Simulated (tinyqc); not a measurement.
# Worked calculation: long-channel MOSFET, surface-potential model

Numbers from tinyqc (`OMP_NUM_THREADS=1 python tinyqc.py 2360006 2360007 out.jsonl`; about 0.04 s on one thread of a shared Intel Xeon 2.30GHz). Printed values are rounded.

n-channel transistor on a uniformly doped p-type body, gradual-channel approximation, constant mobility, Boltzmann statistics, full ionisation. Potentials are counted from the neutral body; V is the electron quasi-Fermi potential, Vsb at the source and Vsb + Vds at the drain. Charges are magnitudes per area.

Values chosen for this exercise; material values close to those of silicon: temperature T = 300 K; band gap Eg = 1.11 eV; relative permittivity of the semiconductor eps_r = 11.7; conduction-band density of states at T Nc = 2.8e19 cm^-3; valence-band density of states at T Nv = 2.63e19 cm^-3; acceptor density of the body Na = 4.7e17 cm^-3; relative permittivity of the gate insulator eox = 24.9; insulator thickness tox = 45 nm; flat-band voltage Vfb = -0.9 V; channel mobility mu = 110 cm^2/(V s); gate width W = 5 um; gate length L = 10 um; source-body reverse bias Vsb = 2 V; gate-source voltage Vgs = 2.69 V; drain-source voltage Vds = 0.8 V.

Constants: q = 1.602176634e-19 C, kB = 1.380649e-23 J/K, Vt = kB T/q, eps0 = 8.8541878128e-14 F/cm where lengths are in cm. Results are converted to the units shown.

Range of the model: The surface field at the source is about 1.2 MV/cm, where quantisation and degeneracy of the inversion layer, left out here, matter.

## Body potential, insulator capacitance and body factor

ni = sqrt(Nc Nv) exp(-Eg/(2 Vt)), Eg in volts; phiF = Vt ln(Na/ni); Cox = eps0 eox/tox; gamma = sqrt(2 q eps0 eps_r Na)/Cox. VT = Vfb + 2 phiF + gamma sqrt(2 phiF + Vsb), m = 1 + gamma/(2 sqrt(2 phiF + Vsb)).

ni = 1.28815e10 cm^-3
phiF = 0.450147 V
Cox = 0.489932 uF/cm^2
gamma = 0.806215 V^0.5
VT = 1.37330 V
m = 1.23670

## Iteration 1: surface potential at the source by Newton steps

psi at the start (the smaller of 2 phiF + Vsb + 4 Vt and the root without inversion charge) = 3.00370 V

With V = Vsb: G = psi - Vt + Vt e, e = exp((psi - 2 phiF - Vsb)/Vt); f = Vgs + Vsb - Vfb - psi - gamma sqrt(G); f' = -1 - gamma (1 + e)/(2 sqrt(G)); psi(new) = psi - f/f'.

G = 4.38925 V
f = 0.897236 V
f' = -11.6971
psi after iteration 1 = 3.08041 V

## Iteration 2: surface potential at the source by Newton steps

As before.

G = 30.4864 V
f = -1.94188 V
f' = -78.5422
psi after iteration 2 = 3.05568 V

## Course of the iteration: surface potential at the source by Newton steps

Stop when psi changes by less than 1e-10 V, or after 40 iterations.

Course of the iteration:
```
iteration  psi (V)  |change| (V)
1          3.08041        0.0767
2          3.05568        0.0247
3          3.04615       9.53e-3
4          3.04492       1.23e-3
5          3.04490       1.88e-5
6          3.04490       4.30e-9
7          3.04490       < 1e-14
```

Converged in 7 iterations. At the end the number of correct digits about doubles with each step.

## Charges and current of the charge-sheet model

psi_0 = 3.04490 V
psi_L = 3.79871 V

psi_0 and psi_L solve Vgs + Vsb - Vfb - psi = gamma sqrt(G) at V = Vsb and Vsb + Vds. Qi = Cox gamma [sqrt(G) - sqrt(psi - Vt)], G = psi - Vt + Vt exp((psi - 2 phiF - V)/Vt), at both ends. With U = Vgs + Vsb - Vfb: drift = mu (W/L) Cox [U (psi_L - psi_0) - (psi_L^2 - psi_0^2)/2 - (2/3) gamma ((psi_L - Vt)^1.5 - (psi_0 - Vt)^1.5)]; diffusion = mu (W/L) Vt (Qi0 - QiL).

Qi0 = 560.614 nC/cm^2
QiL = 110.385 nC/cm^2
drift current = 13.8786 uA
diffusion current = 0.640162 uA
drain current = 14.5187 uA

Drift carries 95.6 % of the current.

## Inversion charge along the channel

V, point 0 to 8 (V): 2  2.1  2.2  2.3  2.4  2.5  2.6  2.7  2.8

The surface potential psi at channel potential V solves Vgs + Vsb - Vfb - psi = gamma sqrt(G), G = psi - Vt + Vt exp((psi - 2 phiF - V)/Vt). Charge sheet: Qi = Cox gamma [sqrt(G) - sqrt(psi - Vt)]. Pao-Sah: Qi = (Cox gamma/2) integral from 3 Vt to psi of exp((u - 2 phiF - V)/Vt)/sqrt(G(u, V)) du.

```
point  psi (V)  Qi, charge sheet (nC/cm^2)  Qi, Pao-Sah (nC/cm^2)
0      3.04490                     560.614                562.655
1      3.14157                     502.350                504.154
2      3.23790                     444.458                446.034
3      3.33381                     386.979                388.335
4      3.42917                     329.978                331.122
5      3.52379                     273.559                274.498
6      3.61737                     217.894                218.635
7      3.70937                     163.293                163.843
8      3.79871                     110.385                110.754
```

At the source the charge-sheet charge is 0.36 % below the Pao-Sah one.

## Pao-Sah current by Simpson's rule

I = mu (W/L) integral of Qi dV; Simpson's rule on the 9 points, step Vds/8, weights 1, 4, 2, ..., 4, 1 times step/3.

Pao-Sah current = 14.6452 uA

Gauss-Legendre quadrature on many points gives 14.65 uA, so this value is within 0.01 % of it; the charge-sheet current, 14.52 uA, is 0.86 % below it.
